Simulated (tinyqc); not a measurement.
Which single mass stands for the valley: donor in an ellipsoidal valley (Kohn-Luttinger variational method). Computed by tinyqc, a small Python program. Command: `OMP_NUM_THREADS=1 python tinyqc.py 3018736 3018737 out.jsonl kohnlutt walk`. One thread of a shared host (Intel(R) Xeon(R) Processor @ 2.30GHz), about 0.03 s of CPU time with the checks.

H = -(d^2/dx^2 + d^2/dy^2) - gamma d^2/dz^2 - 2/r in units built on m_t, with gamma = m_t/m_l and z along the valley axis. One valley; no valley-orbit or central-cell term.

Inputs (values chosen for the exercise, modelled on silicon): transverse mass m_t = 0.188 m_0; longitudinal mass m_l = 0.91 m_0; dielectric constant eps = 11.6.

Constants: Ry = 13.605693123 eV; a_0 = 0.529177210903 angstrom.

Method:
- Ry* = Ry m_t/eps^2, a* = a_0 eps/m_t, gamma = m_t/m_l.
- Trial function exp(-sqrt((x^2 + y^2)/a^2 + z^2/b^2)) with beta = b/a < 1: E = t/a^2 - u/a, t = (2 + gamma/beta^2)/3, u = 2 arcsin(sqrt(1 - beta^2))/sqrt(1 - beta^2); the best a is 2 t/u and E(beta) = -u^2/(4 t).
- Golden-section search on beta from 0.05 to 0.999, 60 steps.
- Gaussian basis: g = P exp(-al (x^2 + y^2) - be z^2) with P = 1 (s-like), z (2p0) or x (2p+-); al = 0.004 x 2.6^k, k = 0..11, and be/al = 1, gamma^(-1/2) or 1/gamma (36 functions); 1/r = (2/sqrt(pi)) int exp(-t^2 r^2) dt by 48 Gauss-Legendre points after t = sqrt(al_i + al_j) tan(theta); overlap eigenvalues below 1e-10 are dropped.
- A hydrogenic level is Ry m/eps^2 for one mass m; errors are against the Gaussian basis.

gamma = 0.206593

1s binding energy, Gaussian basis = 29.8404 meV

1s binding energy, trial function = 29.8000 meV

1s binding energy:
```
rule                                      mass (m_0)  binding (meV)  error (%)
transverse mass                              0.18800         19.009     -36.30
conductivity mass 3/(2/m_t + 1/m_l)          0.25560         25.844     -13.39
density-of-states mass (m_t^2 m_l)^(1/3)     0.31802         32.156       7.76
longitudinal mass                            0.91000         92.012     208.35
trial function with a and b                        -         29.800      -0.14
mass that fits 1s                            0.29512         29.840       0.00
```

What does the comparison show, and why?

The conductivity mass, which is what a spherical trial function (a = b) gives, falls short by 13.4 %, as a restricted variational bound must; the density-of-states mass is off by +7.8 %. The mass that fits lies between the two.

Extremes, crossings and ranges named in words are read from the listed rows.
